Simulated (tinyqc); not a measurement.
Electron mobility in a silicon inversion layer, empirical terms and Matthiessen rule: two steps of the calculation.

Inversion layer of sheet density Ns on a uniformly doped body, under a high-permittivity gate with an interlayer. The mobility terms are empirical power laws with prefactors chosen for the exercise; adding their inverses (Matthiessen) is itself an approximation.

Values chosen for this exercise; material values close to those of silicon: temperature T = 300 K; relative permittivity of the semiconductor eps_r = 11.8; body doping Nb = 1.2e18 cm^-3; weight of the inversion charge in the effective field eta = 0.5; gate capacitance Cox = 1.5 uF/cm^2; phonon-limited mobility at 1 MV/cm and 300 K Ap = 408 cm^2/(V s); roughness-limited mobility at 1 MV/cm As = 1270 cm^2/(V s); exponent of the roughness term gs = 2; Coulomb prefactor Ac = 2800 cm^2/(V s); charge at the interface Nit = 1.8e12 cm^-2; remote-phonon mobility without interlayer Ar = 190 cm^2/(V s); interlayer thickness ti = 0.7 nm; decay length of remote phonons lr = 0.6 nm; ratio W/L WL = 10; drain voltage Vd = 0.05 V; measured linear current I = 20.4 uA.

Constants: q = 1.602176634e-19 C, eps0 = 8.8541878128e-14 F/cm where lengths are in cm. Results are converted to the units shown.

Problem 1. Inversion density for the measured current. I = (W/L) q Ns mu Vd. E = q (Ndep + eta Ns)/(eps0 eps_r) in MV/cm. With t = T/(300 K): muC = Ac (Ns/1e12 cm^-2) t/(Nb/1e17 cm^-3 + Nit/1e11 cm^-2), muP = Ap E^(-1/3) t^(-1.75), muS = As E^(-gs), muR = Ar exp(2 ti/lr)/t; 1/mu is the sum of the inverses. Ns(new) = I/((W/L) q mu Vd).

Ns after iteration 1 = 2.7492033e12 cm^-2
Ndep = 5.5077412e12 cm^-2

Give: E; mu; Ns after iteration 2.

Solution 1.

E = 1.0554 MV/cm
mu = 128.53 cm^2/(V s)
Ns after iteration 2 = 1.9812e12 cm^-2

Problem 2. Split C-V extraction. Q(Vg) is the trapezoid sum of Cgc from the first point (where Q is taken as 0); mu_eff = I/((W/L) Q Vd); mu_FE = (dI/dVg)/((W/L) Cox Vd) with a backward difference. Listed from point 4 on.

| point | Vg (V) | Cgc (uF/cm^2) | I (uA) |
|---|---|---|---|
| 0 | 0.2 | 1.7254577e-4 | 1.2186353e-8 |
| 1 | 0.3 | 0.0024820171 | 2.5250472e-6 |
| 2 | 0.4 | 0.034982059 | 5.1144977e-4 |
| 3 | 0.5 | 0.38393757 | 0.077926696 |
| 4 | 0.6 | 1.2481582 | 2.4345216 |
| 5 | 0.7 | 1.4792824 | 11.165040 |
| 6 | 0.8 | 1.4985432 | 23.711448 |
| 7 | 0.9 | 1.4998988 | 37.606242 |
| 8 | 1 | 1.4999930 | 51.714905 |
| 9 | 1.1 | 1.4999995 | 65.467087 |
| 10 | 1.2 | 1.5000000 | 78.565518 |
| 11 | 1.3 | 1.5000000 | 90.860751 |
| 12 | 1.4 | 1.5000000 | 102.28761 |

Give: Q; mu_eff; mu_FE.

Solution 2.

| point | Q (uC/cm^2) | mu_eff (cm^2/(V s)) | mu_FE (cm^2/(V s)) |
|---|---|---|---|
| 4 | 0.10456 | 46.568 | 31.421 |
| 5 | 0.24093 | 92.683 | 116.41 |
| 6 | 0.38982 | 121.65 | 167.29 |
| 7 | 0.53974 | 139.35 | 185.26 |
| 8 | 0.68974 | 149.96 | 188.12 |
| 9 | 0.83974 | 155.92 | 183.36 |
| 10 | 0.98974 | 158.76 | 174.65 |
| 11 | 1.1397 | 159.44 | 163.94 |
| 12 | 1.2897 | 158.62 | 152.36 |

At the last point mu_FE is 3.9 % below mu_eff: where the mobility falls with gate voltage the slope of I understates it.

tinyqc, about 0.01 s, one thread, Intel Xeon 2.30GHz (shared host): `OMP_NUM_THREADS=1 python tinyqc.py 2510125 2510126 out.jsonl`
